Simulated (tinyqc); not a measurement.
# Double-gate transistor, scale length and short-channel effects: two studies

A body of thickness ts between two insulators of thickness ti and two tied gates. Below threshold the potential that source and drain add obeys Laplace's equation and vanishes on the gate. Its lowest mode decays along the channel as exp(-k y); k is the smallest positive root of the matching condition at the interface, and the scale length is Lambda = pi/k.

Values chosen for this exercise; permittivities: semiconductor close to that of silicon, insulator close to that of aluminium oxide:
- T = 293 K (temperature)
- eps_r = 11.9 (relative permittivity of the semiconductor)
- ti = 2.5 nm (insulator thickness)
- ts = 15 nm (body thickness)
- L = 65 nm (channel length)
- Vbi = 0.93 V (potential of the source)
- sT = 0.36 V (potential of the barrier top at threshold)
- Vds = 0.6 V (drain voltage)

Constants: q = 1.602176634e-19 C, kB = 1.380649e-23 J/K, Vt = kB T/q. Results are converted to the units shown.

Each table varies one quantity; the others keep the values above.

## A higher permittivity at fixed equivalent oxide thickness

k is the smallest positive root of f(k) = ei cos(k ti) cos(k ts/2) - eps_r sin(k ti) sin(k ts/2). Along the channel psi(y) = s + a exp(y/l) + b exp(-y/l) with psi(0) = Vbi, psi(L) = Vbi + Vds and l = 1/k = Lambda/pi; with A = Vbi - s, B = A + Vds, x = exp(-L/l): a = (B - A x) x/(1 - x^2), b = (A - B x)/(1 - x^2). The minimum is s + 2 sqrt(a b), at y = (l/2) ln(b/a). The long-channel potential follows the gate as s = sT + (Vg - VTL)/m, and the threshold VT is the gate voltage at which the minimum equals sT. Swing = m Vt ln 10/g at threshold, g = d(minimum)/ds = 1 - (b x + a)/((1 + x) sqrt(a b)). DIBL = [VT(0.05 V) - VT(Vds)]/(Vds - 0.05 V). sT and Vbi are held fixed; m = 1. The equivalent oxide thickness 3.9 ti/ei is held at 1.1 nm, so ti = 1.1 ei/3.9 nm.

Result of one run:
```
ei  ti (nm)  Lambda (nm)  L/Lambda  DIBL (mV/V)  swing (mV/decade)
25   7.0513       23.649    2.7486       11.134             59.831
```

What becomes of these results when the relative permittivity of the insulator ei is changed from 25 to 10, all else the same?

Result of the changed run:
```
ei  ti (nm)  Lambda (nm)  L/Lambda  DIBL (mV/V)  swing (mV/decade)
10   2.8205       21.567    3.0139       7.2567             59.244
```

The whole series:
```
ei   ti (nm)  Lambda (nm)  L/Lambda  DIBL (mV/V)  swing (mV/decade)
3.9   1.1000       21.280    3.0545       6.7995             59.175
5     1.4103       21.313    3.0498       6.8502             59.183
7.5   2.1154       21.417    3.0350       7.0155             59.208
10    2.8205       21.567    3.0139       7.2567             59.244
15    4.2308       22.016    2.9524       8.0111             59.359
20    5.6410       22.697    2.8638       9.2397             59.545
25    7.0513       23.649    2.7486       11.134             59.831
35    9.8718       26.446    2.4578       17.918             60.852
```

As ei goes from 3.9 to 35, Lambda rises from 21.3 to 26.4 nm, DIBL rises from 6.80 to 17.9 mV/V and the swing rises from 59.2 to 60.9 mV a decade. The ratio ei/ti is the same in every row, yet the insulator grows from 1.10 to 9.87 nm, and drain fields reach the channel sideways through it.

## Effect of the relative permittivity of the insulator

Same model as above.

Results:
```
ei   Lambda (nm)  L/Lambda  VT - VTL at Vds (mV)  DIBL (mV/V)  swing (mV/decade)
3.9        27.83     2.335                -44.03        21.96              61.46
5.7        24.45     2.658                -25.93        12.89              60.10
12         19.96     3.256                -9.939        4.926              58.89
18         18.42     3.529                -6.450        3.195              58.63
27         17.33     3.750                -4.543        2.249              58.48
40         16.60     3.916                -3.494        1.730              58.40
```

Estimate the missing row, ei = 8.5.

Computed row:
```
ei   Lambda (nm)  L/Lambda  VT - VTL at Vds (mV)  DIBL (mV/V)  swing (mV/decade)
8.5        21.73     2.991                -15.18        7.532              59.29
```

With this row back in the table: As ei goes from 3.9 to 40, Lambda falls from 27.8 to 16.6 nm, DIBL falls from 22.0 to 1.73 mV/V and the swing falls from 61.5 to 58.4 mV a decade. On average Lambda goes as ei^(-0.22).

Program tinyqc, `OMP_NUM_THREADS=1 python tinyqc.py 2420159 2420160 out.jsonl`; Intel Xeon 2.30GHz, shared host, one thread, about 0.01 s.
